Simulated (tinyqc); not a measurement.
# Off-state leakage of single and stacked transistors: effects of single changes

n-channel devices of unit width. Subthreshold current I(Vg, Vs, Vd) = I0 (T/300 K)^0.5 exp[(Vg - Vs - VT(T) - gb (Vs - Vb) + dd (Vd - Vs))/(nf Vt)] (1 - exp(-(Vd - Vs)/Vt)), VT(T) = VT - cT (T - 300 K). Gate-edge tunnelling Ig (Vd/1 V) exp(ag (Vd - 1 V)), for a gate at 0 V, and band-to-band leakage Ab u exp(-Bb/u), u = Vd - Vb + 1 V, flow at a drain held at V; both are taken as independent of T. In a stack of off transistors (all gates at 0 V) the same subthreshold current passes through each.

Parameters, values chosen for the exercise; values of the order met in bulk silicon logic transistors: temperature T = 358 K; supply voltage V = 1 V; threshold at 300 K, zero drain and body bias VT = 0.35 V; fall of the threshold with temperature cT = 0.9 mV/K; current at threshold at 300 K I0 = 0.61 uA/um; slope factor nf = 1.27; drain-induced lowering per volt dd = 0.15; rise of the threshold per volt of source-body bias gb = 0.08; gate-edge tunnelling current at 1 V Ig = 1e-6 uA/um; exponential slope of the gate current ag = 3.9 1/V; prefactor of band-to-band leakage at the drain Ab = 1 uA/(um V); its exponential voltage Bb = 28 V; body voltage Vb = -0.6 V.

Constants: q = 1.602176634e-19 C, kB = 1.380649e-23 J/K, Vt = kB T/q. Results are converted to the units shown.

Each table varies one quantity; the others keep the values above.

## Subthreshold current against the height of the stack

All n gates at 0 V, bottom source at 0 V, top drain at V; node voltages follow from equal currents.

Results:
columns A: n; B: I (nA/um); C: reduction factor; D: drain voltage of the bottom device (mV); E: source voltage of the top device (mV); F: voltage across the top device (V)
```
A        B      C      D      E       F
1    4.501  1.000   1000      0   1.000
2   0.1446  31.14  109.5  109.5  0.8905
4  0.04198  107.2  15.94  148.9  0.8511
5  0.03086  145.9  11.10  158.7  0.8413
6  0.02438  184.6  8.512  166.2  0.8338
```

Estimate the missing row, n = 3.

Computed row:
columns A: n; B: I (nA/um); C: reduction factor; D: drain voltage of the bottom device (mV); E: source voltage of the top device (mV); F: voltage across the top device (V)
```
A        B      C      D      E       F
3  0.06540  68.82  28.25  134.8  0.8652
```

With this row back in the table: The second transistor cuts the current by a factor of 31.1, the third by a further 2.21 and the sixth by 1.27. The top device keeps 83.4 % of the supply at n = 6, while the drain voltage of the bottom one falls to 0.276 Vt.

## Leakage components against the threshold

Same model as above.

One transistor with Vg = Vs = 0, Vd = V; stack factor I(one)/I(two in series).

The same in every row: gate edge (nA/um) = 0.001000; band-to-band (nA/um) = 0.05470; stack factor = 31.14.

Leakage components against the threshold:
```
VT (V)  subthreshold (nA/um)  total (nA/um)  largest part
0.15                   741.8          741.8  subthreshold
0.2                    207.0          207.1  subthreshold
0.25                   57.78          57.84  subthreshold
0.3                    16.13          16.18  subthreshold
0.35                   4.501          4.557  subthreshold
0.4                    1.256          1.312  subthreshold
0.45                  0.3506         0.4063  subthreshold
0.5                  0.09786         0.1536  subthreshold
0.55                 0.02731        0.08301  band-to-band
0.6                 0.007623        0.06332  band-to-band
```

As VT goes from 0.15 to 0.6, the total leakage falls from 742 to 0.0633 nA/um. The subthreshold part leads at VT = 0.15, the band-to-band part from 0.55 on. The reduction by a stack of two stays at 31.1, for the subthreshold part alone. For VT = 0.15, 0.2, 0.25 the gate is within about 3 nf Vt of threshold, where the exponential law overstates the current.

Numbers from tinyqc (`OMP_NUM_THREADS=1 python tinyqc.py 2242173 2242174 out.jsonl`; about 0.03 s on one thread of a shared Intel Xeon 2.30GHz).
